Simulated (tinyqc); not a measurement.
Worked calculation: Pariser-Parr-Pople SCF with singles CI, for the molecule O=C1C=CC(=O)C=C1 (SMILES; centres numbered as the heavy atoms are written). Computed by tinyqc, a small Python program that keeps every step. Settings: charge = 0, gamma = MN, start = core, damping = 0.3, iteration cap = 74, excitations kept = 4. Command: `OMP_NUM_THREADS=1 python tinyqc.py 23000 23001 out.jsonl` (the two numbers bound the seeds that draw the settings). One thread of a shared host (Intel(R) Xeon(R) Processor @ 2.60GHz), about 0.03 s of CPU time with the checks. Later iterations appear only in the table of the cycle.

## PPP integrals

Centres (angstrom, eV; a flat drawing with bonds scaled to 1.40 angstrom):
```
centre          x          y  core charge z          W   gamma_rr
1O       2.800000   0.000000              1  17.700000  15.200000
2C       1.400000   0.000000              1  11.160000  11.130000
3C       0.700000   1.212000              1  11.160000  11.130000
4C      -0.700000   1.212000              1  11.160000  11.130000
5C      -1.400000   0.000000              1  11.160000  11.130000
6O      -2.800000   0.000000              1  17.700000  15.200000
7C      -0.700000  -1.212000              1  11.160000  11.130000
8C       0.700000  -1.212000              1  11.160000  11.130000
```

Resonance integrals (eV):
```
i  j       beta
1  2  -2.400000
2  3  -2.290000
3  4  -2.290000
4  5  -2.290000
5  6  -2.400000
5  7  -2.290000
7  8  -2.290000
8  2  -2.290000
```

Mataga-Nishimoto: gamma = 14.399645/(R + a), a = 2 x 14.399645/(gamma_rr + gamma_ss); H_rr = -W_r - sum_(s != r) z_s gamma_rs; H_rs = beta for bonds.

repulsion gamma_rs (eV), lower triangle:
```
           1O         2C         3C         4C         5C         6O         7C         8C
1O  15.200000
2C   5.774219  11.130000
3C   4.092627   5.346287  11.130000
4C   3.001369   3.872515   5.345539  11.130000
5C   2.720105   3.517455   3.872515   5.346287  11.130000
6O   2.199311   2.720105   3.001369   4.092627   5.774219  15.200000
7C   3.001369   3.872515   3.518103   3.873196   5.346287   4.092627  11.130000
8C   4.092627   5.346287   3.873196   3.518103   3.872515   3.001369   5.345539  11.130000
```

core matrix H (eV), lower triangle:
```
            1O          2C          3C          4C          5C          6O          7C          8C
1O  -42.581627
2C   -2.400000  -41.609383
3C    0.000000   -2.290000  -40.209636
4C    0.000000    0.000000   -2.290000  -40.209636
5C    0.000000    0.000000    0.000000   -2.290000  -41.609383
6O    0.000000    0.000000    0.000000    0.000000   -2.400000  -42.581627
7C    0.000000    0.000000    0.000000    0.000000   -2.290000    0.000000  -40.209636
8C    0.000000   -2.290000    0.000000    0.000000    0.000000    0.000000   -2.290000  -40.209636
```

## Starting guess

pi electrons, sum of z_r less the charge = 8

Orbitals of the core matrix H.

P at the start, lower triangle:
```
           1O         2C         3C         4C        5C         6O        7C        8C
1O   1.254463
2C   0.741614   0.938154
3C  -0.008321   0.439127   0.903692
4C  -0.290013   0.128922   0.806447   0.903692
5C  -0.156960  -0.051375   0.128922   0.439127  0.938154
6O   0.438482  -0.156960  -0.290013  -0.008321  0.741614   1.254463
7C  -0.290013   0.128922  -0.193553  -0.096308  0.439127  -0.008321  0.903692
8C  -0.008321   0.439127  -0.096308  -0.193553  0.128922  -0.290013  0.806447  0.903692
```

## Iteration 1: Fock matrix

F_rr = H_rr + P_rr gamma_rr / 2 + sum_(s != r) P_ss gamma_rs; F_rs = H_rs - P_rs gamma_rs / 2; E = tr P (H + F) / 2 + core repulsion sum_(r<s) z_r z_s gamma_rs.

F (eV), lower triangle:
```
           1O         2C         3C         4C         5C         6O         7C         8C
1O  -9.498203
2C  -4.541122  -5.770920
3C   0.017028  -3.463850  -6.122609
4C   0.435218  -0.249627  -4.445446  -6.122609
5C   0.213474   0.090355  -0.249627  -3.463850  -5.770920
6O  -0.482179   0.213474   0.435218   0.017028  -4.541122  -9.498203
7C   0.435218  -0.249627   0.340470   0.186510  -3.463850   0.017028  -6.122609
8C   0.017028  -3.463850   0.186510   0.340470  -0.249627   0.435218  -4.445446  -6.122609
```

pi energy = -112.442559 eV

## Iteration 1: orbitals and new P

Diagonalise F (the basis is taken as orthonormal) and form P = 2 sum c c over the lowest orbitals; 0.3 of the old P is kept.

orbital energies (eV): -14.591428  -13.383981  -11.095035  -10.629861  -4.946743  -1.523203  -0.480732  1.622301

P after iteration 1, lower triangle:
```
           1O         2C         3C         4C        5C         6O        7C        8C
1O   1.334416
2C   0.759683   0.816587
3C   0.009343   0.402347   0.924499
4C  -0.278934   0.132058   0.838641   0.924499
5C  -0.146991  -0.034389   0.132058   0.402347  0.816587
6O   0.357107  -0.146991  -0.278934   0.009343  0.759683   1.334416
7C  -0.278934   0.132058  -0.161359  -0.075501  0.402347   0.009343  0.924499
8C   0.009343   0.402347  -0.075501  -0.161359  0.132058  -0.278934  0.838641  0.924499
```

## Iteration 2: Fock matrix

As before.

F (eV), lower triangle:
```
           1O         2C         3C         4C         5C         6O         7C         8C
1O  -9.452139
2C  -4.593288  -5.812269
3C  -0.019118  -3.365531  -6.295318
4C   0.418592  -0.255698  -4.531494  -6.295318
5C   0.199916   0.060481  -0.255698  -3.365531  -5.812269
6O  -0.392695   0.199916   0.418592  -0.019118  -4.593288  -9.452139
7C   0.418592  -0.255698   0.283839   0.146216  -3.365531  -0.019118  -6.295318
8C  -0.019118  -3.365531   0.146216   0.283839  -0.255698   0.418592  -4.531494  -6.295318
```

pi energy = -112.802291 eV

## Iteration 2: orbitals and new P

As before.

orbital energies (eV): -14.715263  -13.411280  -11.256866  -10.621749  -4.862350  -1.626201  -0.656367  1.439989

P after iteration 2, lower triangle:
```
           1O         2C         3C         4C        5C         6O        7C        8C
1O   1.355130
2C   0.775351   0.773451
3C   0.013520   0.381903   0.935709
4C  -0.273716   0.128449   0.855746   0.935709
5C  -0.135013  -0.029941   0.128449   0.381903  0.773451
6O   0.318449  -0.135013  -0.273716   0.013520  0.775351   1.355130
7C  -0.273716   0.128449  -0.144254  -0.064291  0.381903   0.013520  0.935709
8C   0.013520   0.381903  -0.064291  -0.144254  0.128449  -0.273716  0.855746  0.935709
```

## Convergence

Stop when output and input P, before any damping, agree to 1e-7.

Course of the cycle:
```
iteration         E (eV)  largest |P(out) - P(in)|
1          -112.44255937                  1.74e-01
2          -112.80229066                  6.16e-02
3          -112.94369598                  2.96e-02
4          -112.99710744                  1.69e-02
5          -113.01683350                  9.92e-03
6          -113.02402875                  5.90e-03
7          -113.02663482                  3.53e-03
8          -113.02757480                  2.11e-03
9          -113.02791297                  1.27e-03
10         -113.02803443                  7.59e-04
11         -113.02807800                  4.55e-04
...                  ...                       ...
18         -113.02810232                  1.25e-05
19         -113.02810234                  7.46e-06
20         -113.02810234                  4.46e-06
21         -113.02810234                  2.67e-06
22         -113.02810234                  1.60e-06
23         -113.02810234                  9.54e-07
24         -113.02810234                  5.70e-07
25         -113.02810234                  3.41e-07
26         -113.02810234                  2.04e-07
27         -113.02810234                  1.22e-07
28         -113.02810234                  7.29e-08
```

Converged in 28 iterations.

## Converged orbitals

Charges are z - P_rr.

orbital energies (eV): -14.771425  -13.475933  -11.311222  -10.693386  -4.764449  -1.609264  -0.764636  1.358537

coefficients:
```
         MO1        MO2        MO3        MO4        MO5        MO6        MO7        MO8
1O  0.334577   0.522851   0.000000   0.543861   0.445546   0.000000  -0.303765  -0.167678
2C  0.420371   0.438187   0.000000   0.057347  -0.353076   0.000000   0.565685   0.428170
3C  0.325074   0.131567   0.500000  -0.316959  -0.297343   0.500000  -0.209437  -0.379838
4C  0.325074  -0.131567   0.500000  -0.316959   0.297343  -0.500000  -0.209437   0.379838
5C  0.420371  -0.438187   0.000000   0.057347   0.353076   0.000000   0.565685  -0.428170
6O  0.334577  -0.522851   0.000000   0.543861  -0.445546   0.000000  -0.303765   0.167678
7C  0.325074  -0.131567  -0.500000  -0.316959   0.297343   0.500000  -0.209437   0.379838
8C  0.325074   0.131567  -0.500000  -0.316959  -0.297343  -0.500000  -0.209437  -0.379838
```

pi charges: 1O -0.362200, 2C 0.255984, 3C 0.053108, 4C 0.053108, 5C 0.255984, 6O -0.362200, 7C 0.053108, 8C 0.053108

## Singles CI, singlets

Over the 4 single excitations with the smallest orbital gaps: A = (e_a - e_i) delta + 2 (ia|jb) - (ij|ab), with (pq|rs) = sum c_mp c_mq gamma_mn c_nr c_ns. f = 2/3 w |mu|^2 in atomic units, mu = sqrt2 sum c_ia sum_m c_mi c_ma R_m.

singlet CI matrix (eV), lower triangle:
```
          4>5       3>5       2>5       4>6
4>5  4.343709
3>5  0.000000  2.839209
2>5  0.000000  0.000000  6.141021
4>6  0.000000  0.167239  0.000000  5.648671
```

singlet excitation energies (eV): 2.829289  4.343709  5.658592  6.141021

oscillator strengths: 0.000000  1.859556  0.000000  0.000000

## Singles CI, triplets

Over the 4 single excitations with the smallest orbital gaps: A = (e_a - e_i) delta - (ij|ab), with (pq|rs) = sum c_mp c_mq gamma_mn c_nr c_ns.

triplet CI matrix (eV), lower triangle:
```
          4>5        3>5       2>5       4>6
4>5  0.607665
3>5  0.000000   1.879155
2>5  0.000000   0.000000  3.260328
4>6  0.000000  -0.856151  0.000000  4.557769
```

triplet excitation energies (eV): 0.607665  1.628890  3.260328  4.808034
